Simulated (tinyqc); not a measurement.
Capacitance of parallel on-chip lines from Laplace's equation on a mesh: one step of the calculation.

Cross-section of an endless row of equal lines between two grounded planes; neighbours are driven in antiphase (+1 V and -1 V), so the plane midway between two lines is at 0 V. By symmetry one quarter is solved: x runs from the centre of a line (column 0, mirror) to that midplane (column 4, 0 V), y from the mid-height of the line (row 0, mirror) to the ground plane (row 3, 0 V). The line fills columns 0 to 1 and rows 0 to 1 at 1 V. Cells beside the line (below row 1) have e2, cells above have e1. Each link between nodes has the conductance g = mean permittivity of the two cells beside it (a cell beyond a mirror counts as 0), and the free nodes obey sum g (V_neighbour - V) = 0.

Problem. Link conductances. gx[j, i] joins node (row j, column i) to column i + 1, gy[j, i] to row j + 1.

Values chosen for this exercise: relative permittivity above and below the lines e1 = 3; relative permittivity between the lines e2 = 2.4.

Find: gx; gy.

Solution.

gx:
```
        col 0   col 1   col 2   col 3
row 0  1.2000  1.2000  1.2000  1.2000
row 1  2.7000  2.7000  2.7000  2.7000
row 2  3.0000  3.0000  3.0000  3.0000
row 3  1.5000  1.5000  1.5000  1.5000
```

gy:
```
        col 0   col 1   col 2   col 3   col 4
row 0  1.2000  2.4000  2.4000  2.4000  1.2000
row 1  1.5000  3.0000  3.0000  3.0000  1.5000
row 2  1.5000  3.0000  3.0000  3.0000  1.5000
```

tinyqc, about 0.9 s, one thread, Intel Xeon 2.30GHz (shared host): `OMP_NUM_THREADS=1 python tinyqc.py 2790152 2790153 out.jsonl`
